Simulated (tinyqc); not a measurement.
Phonon polaritons: single-oscillator infrared dielectric function of a polar cubic crystal. Computed by tinyqc, a small Python program. Command: `OMP_NUM_THREADS=1 python tinyqc.py 3026107 3026108 out.jsonl infrared walk`. One thread of a shared host (Intel(R) Xeon(R) Processor @ 2.30GHz), about 0.01 s of CPU time with the checks.

One ion pair, charges +Z* and -Z*, in a cell of volume Omega = a^3/4. Frequencies omega are given as wavenumbers (1/cm); eps_s is the static dielectric constant.

Inputs (values chosen for the exercise, modelled on sodium chloride): lattice constant a = 5.64 angstrom; mass M_A = 22.99 u; mass M_B = 35.45 u; omega_TO = 164 1/cm; Born charge Z* = 1.1 e; eps_inf = 2.33.

Structure: rock salt. Free carriers: absent.

Constants: nu for 1 eV/(angstrom^2 u) = 15.6333042 THz; 1 THz = 33.35640952 1/cm; e^2/(4 pi eps_0) = 14.39964548 eV angstrom.

Method. mu = M_A M_B/(M_A + M_B); ionic plasma term W^2 = 4 pi Z*^2 (e^2/(4 pi eps_0))/(Omega mu) in eV/(angstrom^2 u), turned into 1/cm by W = 15.6333042 x 33.35640952 x sqrt(W^2); omega_LO^2 = omega_TO^2 + W^2/eps_inf; eps_s = eps_inf + W^2/omega_TO^2; Szigeti charge 3 Z*/(eps_inf + 2); longitudinal (Callen) charge Z*/eps_inf. Transverse waves without damping obey Q^2 = omega^2 eps(omega), Q = wave vector/(2 pi) in 1/cm: eps_inf omega^4 - (eps_inf omega_LO^2 + Q^2) omega^2 + Q^2 omega_TO^2 = 0.

eps_s = 5.86914

omega_LO = 260.287 1/cm

Branches (1/cm):
```
Q     lower branch  upper branch  Q/sqrt(eps_s)  Q/sqrt(eps_inf)
40           16.46         261.1           16.5             26.2
120          48.18         267.6           49.5             78.6
240          88.65         290.9           99.1            157.2
400         123.46         348.1          165.1            262.0
600         143.56         449.1          247.7            393.1
990         156.15         681.2          408.6            648.6
2000        162.05        1326.0          825.5           1310.2
4000        163.51        2628.3         1651.1           2620.5
```

The lower branch starts as light slowed by sqrt(eps_s) (0.997 of that line) and ends at 0.997 omega_TO; the upper starts at 1.003 omega_LO and ends at 1.003 of the light line with eps_inf. No branch lies between omega_TO and omega_LO.
